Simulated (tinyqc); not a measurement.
Cabrera-Mott growth of a thin oxide under its own electric field: one step, computed by the program tinyqc. Command: `OMP_NUM_THREADS=1 python tinyqc.py 3026080 3026081 out.jsonl cabrera walk`. One thread of a shared host (Intel(R) Xeon(R) Processor @ 2.30GHz), about 0.02 s of CPU time with the checks.

Electrons cross the film freely and set a fixed potential V across it; the field V/x lowers the barrier for ions entering the oxide.

Problem. Scales. u = u0 exp(-W/(k_B T)), X1 = z b V/(k_B T) with V in volts and k_B T in eV; dx/dt = 2 u sinh(X1/x).

Inputs (values chosen for the exercise, for a model metal):

| quantity | value | unit |
|---|---|---|
| barrier W | 1.45 | eV |
| Mott potential V | 1.3 | V |
| ion charge number z | 3 | - |
| half jump distance b | 1.1 | angstrom |
| prefactor u0 = N Omega nu | 2.8e+13 | angstrom/s |
| temperature T | 250 | K |

Backward hops: kept.

Constants: k_B = 8.617333262e-05 eV/K.

Give: u; X1.

Solution.

u = 1.646e-16 angstrom/s

X1 = 199.1 angstrom
